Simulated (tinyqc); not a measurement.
Formation energy of a charged point defect from supercell energies: one step, computed by the program tinyqc. Command: `OMP_NUM_THREADS=1 python tinyqc.py 3030426 3030427 out.jsonl formation walk`. One thread of a shared host (Intel(R) Xeon(R) Processor @ 2.30GHz), about 0.01 s of CPU time with the checks.

The host is a compound AB. Making the defect adds n_A = -1, n_B = 0 atoms to the cell. All total energies are inputs. E_F is counted from the valence-band maximum (VBM); x = 0 is A-rich and x = 1 B-rich growth.

Problem. Concentrations at the given E_F and T. E_f(q, E_F) = E_f(q, 0) + q E_F. c_q = N_s exp(-E_f(q, E_F)/k_B T), with all degeneracy factors one and no vibrational entropy.

Inputs (values chosen for the exercise, for a model compound AB): gap E_g = 2.17 eV; dielectric constant eps = 10.4; cell length L = 10.4 angstrom; Fermi level E_F = 1.44 eV; temperature T = 800 K; site density N_s = 4.3e+22 cm^-3.

Defect: vacancy of A. Supercell lattice: bcc.

charge states q: [0, -1, -2, -3]

E_f(q, 0) (eV): (q=0) 4.136600, (q=-1) 4.933875, (q=-2) 5.432698, (q=-3) 6.934071

Constants: k_B = 8.617333262e-05 eV/K.

Give: Charge states; lowest formation energy; total concentration; mean charge.

Solution.

Charge states:
```
q   E_f (eV)  c_q (cm^-3)      share
0      4.137    3.750e-04  7.455e-11
-1     3.494    4.198e+00  8.346e-07
-2     2.553    3.566e+06  7.089e-01
-3     2.614    1.464e+06  2.911e-01
```

lowest formation energy = 2.553 eV

total concentration = 5.030e+06 cm^-3

mean charge = -2.291 e

State -2 holds 70.9 % of the defects. Caution: the largest image-charge correction in these energies, q^2 alpha e^2/(8 pi eps_0 eps L) with alpha = 2.888462, exceeds a quarter of the gap; the point-charge term alone is then a rough estimate, usually too large for a charge that is spread out.
